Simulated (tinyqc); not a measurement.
# Changing the film thickness t

Model: Debye-Callaway model of lattice thermal conductivity. Computed by tinyqc, a small Python program. Command: `OMP_NUM_THREADS=1 python tinyqc.py 3019756 3019757 out.jsonl callaway sweep`. One thread of a shared host (Intel(R) Xeon(R) Processor @ 2.30GHz), about 0.04 s of CPU time with the checks.

Three acoustic branches with one velocity v, cut at omega_D = k_B Theta/hbar; x = hbar omega/(k_B T). v and Theta are separate inputs: Theta cuts off the heat-carrying modes, so C need not reach 3 k_B/V. gamma is an effective value that sets the umklapp rate. Heat flows along the film.

Inputs (values chosen for the exercise, modelled on indium phosphide):
```
quantity                              value        unit
sound velocity v                       3360         m/s
Debye temperature Theta                 320           K
volume per atom V                      25.3  angstrom^3
mean atomic mass M                     72.9           u
effective Grueneisen parameter gamma   1.64           -
umklapp exponent divisor b              2.5           -
alloy fraction f                       0.27           -
mass difference Delta M                41.5           u
specularity p                           0.4           -
temperature T                            40           K
```

Sample: film. Point defects: alloy. Normal processes: left out.

Constants: k_B = 1.380649e-23 J/K; hbar = 1.054571817e-34 J s; u = 1.6605390666e-27 kg.

Method:
- For a random alloy on all sites Gamma = f (1 - f) (Delta M/M)^2, with M the mean mass; strain-field scattering is left out. A = V Gamma/(4 pi v^3).
- Rates: point defects A omega^4; umklapp B omega^2 T exp(-Theta/(b T)) with B = hbar gamma^2/(M v^2 Theta). Film: the bulk time tau of each mode, from the resistive rates above, is multiplied by the Fuchs-Sondheimer factor F = (3/2) int_0^1 (1 - u^2) [1 - (1 - p) (u/d) (1 - E)/(1 - p E)] du, with E = exp(-d/u), d = t/(v tau), by 48 Gauss-Legendre points in z with u = z^4; the boundary rate is defined as 1/(F tau) - 1/tau.
- kappa_1 = c int tau_C g dx, g = x^4 e^x/(e^x - 1)^2, c = (k_B/(2 pi^2 v)) (k_B T/hbar)^3, over 0 < x < min(Theta/T, 40), by 96 Gauss-Legendre points in s with x = x_max s^2; tau_C = tau_R, the inverse of the summed rates, and kappa = kappa_1.
- Heat capacity C = 3 c int g dx / v^2; grey free path 3 kappa/(C v); the median free path v tau_C halves kappa_1 when the quadrature points are ordered by free path (each counted at half its weight, interpolated in the logarithm); likewise at 10 % and 90 %.

One run for each value:
```
film thickness t (micrometre)  kappa (W/(m K))  grey free path (nm)  median free path (nm)
0.015                                    2.648                12.62             3.8908e+01
0.038                                    4.003                19.08             8.1342e+01
0.095                                    5.812                27.70             1.6942e+02
0.24                                     8.229                39.21             3.5910e+02
0.6                                     11.326                53.97             7.6280e+02
1.5                                     15.275                72.79             1.6376e+03
3.8                                     20.328                96.87             3.5886e+03
9.5                                     26.535               126.45             7.8170e+03
24                                      34.249               163.21             1.7135e+04
60                                      43.466               207.14             3.7062e+04
```

Over the rows, kappa (W/(m K)) rises from 2.65 to 43.5 (exponent d ln y / d ln x 0.44 between the first rows and 0.26 between the last); grey free path (nm) rises from 12.6 to 207 (exponent d ln y / d ln x 0.44 between the first rows and 0.26 between the last); median free path (nm) rises from 38.9 to 37100 (exponent d ln y / d ln x 0.79 between the first rows and 0.84 between the last). Kappa falls to half its value in the last row at about 4.7 micrometre, against a grey free path of 0.21 and a median one of 37 micrometre in that row.

Caution (all rows): for so large a Gamma the Rayleigh formula is only rough near omega_D.
